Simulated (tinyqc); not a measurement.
# One electron in a tunnel-coupled double dot: charge qubit, sensing and quantum capacitance, step by step

Computed by the program tinyqc: `OMP_NUM_THREADS=1 python tinyqc.py 2470003 2470004 out.jsonl`, one thread of a shared Intel Xeon 2.30GHz, about 0.01 s for the whole run. Printed values are rounded.

Basis (left, right), H = [[ep/2, tc], [tc, -ep/2]], splitting Om = sqrt(ep^2 + 4 tc^2), ep = al times the gate voltage. In equilibrium the electron is on the right with the chance P_R = [1 + (ep/Om) tanh(Om/2 kB T)]/2.

Parameters, values chosen for the exercise: tunnel coupling tc = 24 ueV; electron temperature T = 0.28 K; lever arm of the gate on the detuning al = 0.34 eV/V; parasitic capacitance of the resonator Cp = 0.78 pF; resonator frequency f0 = 560 MHz; loaded quality factor Q = 26; deviation of quasi-static detuning noise se = 5.9 ueV; detuning ep = 89.5 ueV.

Constants: q = 1.602176634e-19 C, kB = 1.380649e-23 J/K, hbar = 1.054571817e-34 J s, h = 6.62607015e-34 J s, Vt = kB T/q. Results are converted to the units shown.

## Splitting and occupation

Also the frequency Om/h, the mixing angle arctan2(2 tc, ep) and the weight of the right dot in the ground state, (1 + ep/Om)/2.

Om = 101.559 ueV
Om/h = 24.5569 GHz
mixing angle = 28.2052 degree
ground-state weight = 0.940630
kB T = 24.1285 ueV
P_R = 0.927726

## Capacitance seen by a resonator

q^2 al^2 dP_R/d(ep) splits into Cq = q^2 al^2 (2 tc^2/Om^3) tanh(Om/2 kB T) and Ct = q^2 al^2 (ep/Om)^2/(4 kB T cosh^2(Om/2 kB T)); Ct appears only if relaxation is faster than the drive. A resonator of frequency f0, capacitance Cp and quality factor Q shifts by df = -f0 Cq/(2 Cp) and its phase by -2 Q Cq/Cp.

Cq = 19.7723 aF
Ct = 8.60103 aF
df = -7.09773 kHz
phase shift = -75.5244 millidegree

## Dephasing by charge noise

Noise in ep shifts Om by (ep/Om) d + (2 tc^2/Om^3) d^2. For Gaussian d of deviation se the spread of Om is sqrt[(ep se/Om)^2 + 2 (2 tc^2 se^2/Om^3)^2], and T2* is estimated as sqrt(2) hbar/spread; Om T2*/h counts the oscillations within T2*.

first-order spread = 5.19944 ueV
second-order spread = 0.0541396 ueV
T2* = 0.179020 ns
oscillations within T2* = 4.39617

At ep = 0 the first-order term vanishes and T2* would be 1.82 ns.
